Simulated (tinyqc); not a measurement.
Worked calculation: deep level as a short-range spherical well. Values are carried at full precision from step to step, so a last printed digit may differ when a step is redone from the rounded ones.

A spherical well of radius R and depth V0 below the conduction edge, one mass m, c = hbar^2/2m0. The s level at binding Et solves k cot(k R) = -kappa with k = sqrt(m (V0 - Et)/c), kappa = sqrt(m Et/c); it exists for V0 > Vc = c (pi/2R)^2/m. Outside, psi falls as exp(-kappa r)/r.

Constants: hbar^2/2m0 = 3.80998211 eV angstrom^2; fine-structure constant alpha = 0.007297352564; hc = 1239.841984 eV nm; kB = 8.617333262e-05 eV/K; hbar = 6.58211957e-16 eV s.

Parameters, chosen for this exercise (near those of Si; the results hold for these values, not for the real material):
- R = 2.8 angstrom (radius of the well)
- V0 = 6.05 eV (depth of the well)
- m = 0.246 m0 (mass)
- n_r = 3.35 (refractive index)
- gv = 6 (valleys)
- sn = 20 x 1e-16 cm^2 (capture cross-section)
- T = 300 K (temperature)

## The bound level

Solve for Et; the share outside is [sin^2(kR)/(2 kappa)]/[sin^2(kR)/(2 kappa) + R/2 - sin(2kR)/(4k)].

Et = 0.1489 eV
k = 0.6173 1/angstrom
kappa = 0.0981 1/angstrom
share outside = 0.765
Vc = 4.874 eV

The well is 1.24 times the critical depth. Since dEt/dV0 equals the share inside, 0.23, a 1 % change of V0 moves Et by 9.5 %. The decay length is 10.2 angstrom, 3.6 times R.

## Peak of the photo-ionisation cross-section

Lucovsky model (delta well, plane-wave final states, no local-field factor): sigma = (32 pi alpha c/(3 n_r m Et)) (x - 1)^(3/2)/x^3, x = h nu/Et, c = hbar^2/2m0; 1 angstrom^2 = 1e-16 cm^2.

The maximum lies at x = 2. Give the photon energy, its wavelength and sigma there.

h nu = 0.298 eV
wavelength = 4163 nm
sigma = 94.9 x 1e-18 cm^2

With 77 % of the state outside the well the delta-well form is a fair model.

## Thermal emission

Thermal emission e = sn v Nc exp(-Et/kB T), v = sqrt(6 c kB T/m)/hbar, Nc = 2 gv (m kB T/(4 pi c))^(3/2), c = hbar^2/2m0, one mass for both, degeneracy ratio 1; 1 angstrom = 1e-8 cm.

Give v, Nc, e and 1/e.

v = 2.355 x 1e7 cm/s
Nc = 18.37 x 1e18/cm^3
e = 2.72e+09 1/s
1/e = 3.67e-10 s

## Checks

- Et from the radial equation on a grid against the matching condition, eV: both 0.15.

Program tinyqc; command `OMP_NUM_THREADS=1 python tinyqc.py 1250061 1250062 out.jsonl`; about 0.01 s on one thread of a shared Intel(R) Xeon(R) Processor @ 2.30GHz.
